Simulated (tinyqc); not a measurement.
## Sharing a fixed EOT between the layers

Without charge in the stack, a voltage of 1.2 V over an EOT of 0.67 nm gives F1 = (V/EOT)(3.9/e1) and F2 = F1 e1/e2; t2 = e2 (EOT/3.9 - t1/e1).

Parameters, values chosen for the exercise:
- e1 = 8.92 (relative permittivity of layer 1)
- e2 = 22.9 (relative permittivity of layer 2)

Sharing a fixed EOT between the layers:
```
t1 (nm)	t2 (nm)	physical thickness (nm)	drop over layer 1 (V)	drop over layer 2 (V)
0	3.934	3.934	0	1.200
0.19	3.446	3.636	0.1488	1.051
0.37	2.984	3.354	0.2897	0.9103
0.56	2.496	3.056	0.4385	0.7615
0.74	2.034	2.774	0.5795	0.6205
0.93	1.547	2.477	0.7283	0.4717
1.12	1.059	2.179	0.8770	0.3230
1.3	0.5967	1.897	1.018	0.1820
```

What does the comparison show?

Each 0.1 nm of layer 1 costs 0.257 nm of layer 2, so the physical thickness falls from 3.93 to 1.90 nm. The fields do not change, 7.83 MV/cm in layer 1 and 3.05 MV/cm in layer 2, and layer 1 takes half of the voltage at t1 = 0.766 nm.

Computed by the program tinyqc: `OMP_NUM_THREADS=1 python tinyqc.py 2010001 2010002 out.jsonl`, one thread of a shared Intel Xeon 2.30GHz, about 0.01 s for the whole run.
